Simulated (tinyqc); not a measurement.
Growth mode over temperature: epitaxial growth on a vicinal surface: Burton-Cabrera-Frank step flow, step-edge barrier and island nucleation. Computed by tinyqc, a small Python program. Command: `OMP_NUM_THREADS=1 python tinyqc.py 3006725 3006726 out.jsonl stepflow walk`. One thread of a shared host (Intel(R) Xeon(R) Processor @ 2.30GHz), about 0.04 s of CPU time with the checks.

Adatoms land at rate F, hop on a square grid (a simplification for hexagonal faces), desorb, or join steps. Lengths are in units of a and n is the adatom coverage. Steps ascend at x = 0 and descend at x = l.

Inputs (values chosen for the exercise, close to those used for Ge(001)):

| quantity | value | unit |
|---|---|---|
| site spacing a | 4 | angstrom |
| step height h | 1.41 | angstrom |
| diffusion barrier E_d | 0.658 | eV |
| desorption energy E_a | 2.5 | eV |
| adatom formation energy E_f | 1.03 | eV |
| step-edge barrier E_s | 0.031 | eV |
| attempt frequency nu | 1 | THz |
| deposition rate F | 3.1 | layers/s |
| miscut angle | 1 | degrees |
| temperature T | 580 | C |
| critical nucleus size i | 1 | - |

Constants: k_B = 8.617333262e-05 eV/K.

Method:
- D = nu exp(-E_d/(k_B T)) (a^2/s, nu counted per direction); tau = exp(E_a/(k_B T))/nu; x_s = sqrt(D tau); n_eq = exp(-E_f/(k_B T)); terrace width l = h/(a tan(miscut)); Schwoebel length l_s = exp(E_s/(k_B T)) - 1.
- D n'' - n/tau + F = 0 with n(0) = n_eq and -l_s n'(l) = n(l) - n_eq. With u = n - F tau, A = n_eq - F tau, y = l/x_s, s = l_s/x_s: u = A cosh(x/x_s) + B sinh(x/x_s), B = A (1 - cosh y - s sinh y)/(sinh y + s cosh y). Flux into the ascending step J+ = D B/x_s, over the descending one J- = -(D/x_s)(A sinh y + B cosh y); step velocity J+ + J-; growth rate (J+ + J-)/l. For small y: J+ + J- = (F - n_eq/tau) l, J-/J+ = l/(l + 2 l_s).
- Island density on a flat surface without desorption: N = 0.25 (F/D)^(i/(i+2)) exp(E_i/((i+2) k_B T)) per site, with E_i = 0 for i = 1; spacing l_n = N^(-1/2). Step flow needs an effective width l_eff = 2 x(peak) below l_n.
- Temperatures in kelvin are T(C) + 273.15.
- x(peak) solves tanh(x/x_s) = -B/A. Rows where evaporation outweighs deposition are left out.

Scales:

| T (C) | x_s (a) | l_s (a) | incorporated share | l_n (a) | l_eff/l_n |
|---|---|---|---|---|---|
| 380 | 1.2780e+07 | 0.73460 | 1.0000 | 23.601 | 0.88569 |
| 430 | 3.9921e+06 | 0.66798 | 1.0000 | 27.109 | 0.76881 |
| 480 | 1.4553e+06 | 0.61228 | 1.0000 | 30.570 | 0.68005 |
| 530 | 6.0157e+05 | 0.56504 | 1.0000 | 33.961 | 0.61083 |
| 580 | 2.7579e+05 | 0.52449 | 1.0000 | 37.266 | 0.55563 |
| 630 | 1.3784e+05 | 0.48932 | 1.0000 | 40.474 | 0.51076 |
| 680 | 7.4094e+04 | 0.45852 | 1.0000 | 43.579 | 0.47370 |
| 730 | 4.2370e+04 | 0.43134 | 1.0000 | 46.578 | 0.44264 |
| 780 | 2.5550e+04 | 0.40718 | 1.0000 | 49.469 | 0.41630 |

The ratio stays below 1: step flow in every row. Incorporation goes from 100.0 % to 100.0 %.

Extremes, crossings and ranges named in words are read from the listed rows.
